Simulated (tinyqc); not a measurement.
Gate sheet resistance from two finger widths.

Inverse problem. At low frequency R = Rsh Wf/(3 L) + B/Wf, where B collects the channel and vertical terms. Find Rsh, B and the width of lowest R.

Values chosen for this exercise:
- L = 0.54 um (channel length)

input resistance of single fingers, contacted at one end, of width 0.63 and 9.7 um (ohm): [652.42698, 67.416189]

Solution. R Wf is a straight line in Wf^2; the minimum of R lies where both terms are equal.

Rsh = 4.20 ohm/square
B = 410 ohm um
width of lowest R = 12.6 um

Computed by the program tinyqc: `OMP_NUM_THREADS=1 python tinyqc.py 2262033 2262034 out.jsonl`, one thread of a shared Intel Xeon 2.30GHz, about 0.01 s for the whole run.
